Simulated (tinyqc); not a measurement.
## Electron continuity equation in a given potential, Scharfetter-Gummel discretisation: three discretisations compared

Steady state in one dimension: J = q mu n E + q D dn/dx with E = -dpsi/dx and D = mu Vt, dJ/dx = 0, fixed densities nL and nR at the ends. The potential is given, psi = U x/L, and is not changed by the electrons.

12 equal intervals. Fluxes J_i = (q D/h)(n_(i+1) P_i - n_i Q_i), d_i = (psi_(i+1) - psi_i)/Vt: Scharfetter-Gummel P = B(d), Q = B(-d), B(d) = d/(exp(d) - 1); central P = 1 - d/2, Q = 1 + d/2; upwind P = 1 + max(-d, 0), Q = 1 + max(d, 0). Balance at each inner node: J_i - J_(i-1) = 0. The reference is Scharfetter-Gummel on 2400 intervals.

Inputs (values chosen for the exercise); mobility close to that of silicon at room temperature:
```
symbol   value        unit                               meaning
T          400           K                           temperature
mu        1340  cm^2/(V s)                     electron mobility
L          7.6          um                  length of the region
nL      2.1e13       cm^-3                      density at x = 0
nR      1.9e12       cm^-3                      density at x = L
U         -1.1           V  potential difference psi(L) - psi(0)
```

Constants: q = 1.602176634e-19 C, kB = 1.380649e-23 J/K, Vt = kB T/q. Results are converted to the units shown.

Densities (cm^-3):
```
node  Scharfetter-Gummel    central    upwind  reference
0               2.100e13   2.100e13  2.100e13   2.100e13
1               3.237e12  -8.029e11  7.119e12   3.237e12
2               1.994e12   2.283e12  3.326e12   1.994e12
3               1.907e12   1.846e12  2.290e12   1.907e12
4               1.900e12   1.908e12  2.007e12   1.900e12
5               1.900e12   1.899e12  1.929e12   1.900e12
6               1.900e12   1.900e12  1.908e12   1.900e12
7               1.900e12   1.900e12  1.902e12   1.900e12
8               1.900e12   1.900e12  1.901e12   1.900e12
9               1.900e12   1.900e12  1.900e12   1.900e12
10              1.900e12   1.900e12  1.900e12   1.900e12
11              1.900e12   1.900e12  1.900e12   1.900e12
12              1.900e12   1.900e12  1.900e12   1.900e12
```

What do the numbers show?

Largest errors as a share of the largest reference density listed: Scharfetter-Gummel under 1e-7 %, central 19 %, upwind 18 %. The largest |d| is 2.66. Central differences give 1 negative value(s), since P or Q changes sign once |d| exceeds 2. Upwinding stays positive but acts as if D were larger by the factor 1 + |d|/2, up to 2.33 here.

Program tinyqc, `OMP_NUM_THREADS=1 python tinyqc.py 2220018 2220019 out.jsonl`; Intel Xeon 2.30GHz, shared host, one thread, about 0.01 s.
